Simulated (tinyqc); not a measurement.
## Pinning factor and decay constant from two barriers

Question. phiB = S (phiM - chi) + (1 - S)(Eg - E0) with S = 1/(1 + (1/S0 - 1) exp(-be ti)). Find S0, S at the given thickness and be.

Values chosen for this exercise; semiconductor values close to those of gallium arsenide; interlayer mass of the order of that in aluminium oxide, offset chosen freely:
- Eg = 1.47 eV (band gap)
- chi = 4.21 eV (electron affinity)
- E0 = 0.49 eV (charge-neutrality level above the valence band)
- phiM = 4.43 eV (metal work function)

phiB at ti = 0, 0.4 nm (eV): [0.904, 0.75038907]

Answer. Each barrier gives its S by linear interpolation between the pinned and the unpinned value; the ratio of the two values of 1/S - 1 is exp(be ti).

S0 = 0.1000
S = 0.3021
be = 3.400 1/nm

Computed by the program tinyqc: `OMP_NUM_THREADS=1 python tinyqc.py 2270107 2270108 out.jsonl`, one thread of a shared Intel Xeon 2.30GHz, about 0.03 s for the whole run.
